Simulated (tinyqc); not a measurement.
Speciation in dilute and buffered hydrofluoric acid, oxide etch rate and bath loading: one step, computed by the program tinyqc. Command: `OMP_NUM_THREADS=1 python tinyqc.py 3120771 3120772 out.jsonl hfetch walk`. One thread of a shared host (Intel(R) Xeon(R) Processor @ 2.30GHz), about 0.01 s of CPU time with the checks.

Concentrations stand for activities, NH4+ and Cl- are spectators, and water ionisation is neglected. H, F and HF2 denote the ions H+, F- and HF2-. The base temperature is 298 K.

Problem. Etch rate. Rate = k_a ([HF] + 2 [H2F2]) + k_b [HF2], an empirical two-term form. Time = oxide/rate; a temperature error changes the rate by exp((E_a/k_B)(1/298 - 1/(298 + error))) - 1.

Inputs (values chosen for the exercise, of the order of those for thermal oxide at room temperature): rate constant of neutral HF k_a = 12 nm L/(min mol); rate constant of HF2 k_b = 48 nm L/(min mol); activation energy = 0.38 eV; temperature error = 1.8 K; oxide removed per wafer = 16 nm.

[HF] = 0.04671163 mol/L

[H2F2] = 0.006153173 mol/L

[HF2] = 1.222884e-04 mol/L

Constants: k_B = 8.617333262e-05 eV/K.

Give: etch rate; share of HF2 in the rate; etch time; rate change from the temperature error.

Solution.

etch rate = 0.7141 nm/min

share of HF2 in the rate = 0.8220 %

etch time = 1344 s

rate change from the temperature error = 9.291 %
